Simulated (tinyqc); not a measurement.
# Space-charge-limited current with shallow traps: effect of the thickness

One carrier type, drift only, an injecting contact at x = 0 (zero field) and thickness L. The share th = y/(1 + y), y = (Nc/Nt) exp(-Et/kB T), of the injected charge is free: J = q mu n F, eps0 eps_r dF/dx = q (n - n0)/th.

Ohmic J = q n0 mu V/L; Mott-Gurney J = (9/8) th eps0 eps_r mu V^2/L^3; they cross at Vx = 8 q n0 L^2/(9 th eps0 eps_r); traps fill at V_TFL = q Nt L^2/(2 eps0 eps_r). Exact: with u = n0/n(L), w = -u - ln(1 - u) and v = -u - u^2/2 - ln(1 - u), V = (q n0 L^2/(th eps0 eps_r)) v/w^2 and J = q^2 n0^2 mu L/(th eps0 eps_r w).

Parameters, values chosen for the exercise:
```
symbol,value,unit,meaning
T,350,K,temperature
eps_r,8.2,,relative permittivity
mu,17,cm^2/(V s),mobility
Nc,2e19,cm^-3,band density of states
Nt,3e15,cm^-3,trap density
Et,0.43,eV,trap depth
n0,3.7e11,cm^-3,free carrier density in equilibrium
V,7.3,V,voltage
```

Constants: q = 1.602176634e-19 C, kB = 1.380649e-23 J/K, Vt = kB T/q, eps0 = 8.8541878128e-14 F/cm where lengths are in cm. Results are converted to the units shown.

Result of one run:

| L (nm) | J (A/cm^2) | ohmic (A/cm^2) | Mott-Gurney (A/cm^2) | d ln J/d ln V |
|---|---|---|---|---|
| 1400 | 1.191 | 0.05255 | 1.151 | 1.967 |

What becomes of these results when the thickness L is changed from 1400 to 3800 nm, all else the same?

Result of the changed run:

| L (nm) | J (A/cm^2) | ohmic (A/cm^2) | Mott-Gurney (A/cm^2) | d ln J/d ln V |
|---|---|---|---|---|
| 3800 | 0.07249 | 0.01936 | 0.05757 | 1.789 |

The whole series:

| L (nm) | J (A/cm^2) | ohmic (A/cm^2) | Mott-Gurney (A/cm^2) | d ln J/d ln V |
|---|---|---|---|---|
| 870 | 4.861 | 0.08456 | 4.797 | 1.987 |
| 1400 | 1.191 | 0.05255 | 1.151 | 1.967 |
| 2300 | 0.2839 | 0.03199 | 0.2596 | 1.914 |
| 3800 | 0.07249 | 0.01936 | 0.05757 | 1.789 |
| 6200 | 0.02275 | 0.01187 | 0.01325 | 1.560 |
| 10000 | 0.009443 | 0.007357 | 0.003159 | 1.281 |
| 17000 | 0.004658 | 0.004327 | 6.430e-4 | 1.082 |

J falls from 4.86 to 0.00466 A/cm^2, as L^(-2.96) between the first two rows and L^(-1.33) between the last two (space charge -3, ohmic -1). The thickness law marks a bulk-limited current; an electrode-limited one depends on V/L alone. For L = 870, 1400 V exceeds half of V_TFL, which goes as L^2, so trap filling, left out here, would raise the current.

Range of the model: Diffusion and a field-dependent mobility are left out. With injecting contacts the diffusion current, about 4 pi^2 Vt th eps0 eps_r mu V/L^3, equals the Mott-Gurney current at V = 35 kB T/q (0.9 V at 300 K), so the drift-only result needs V well above that.

Computed by the program tinyqc: `OMP_NUM_THREADS=1 python tinyqc.py 2370091 2370092 out.jsonl`, one thread of a shared Intel Xeon 2.30GHz, about 0.01 s for the whole run.
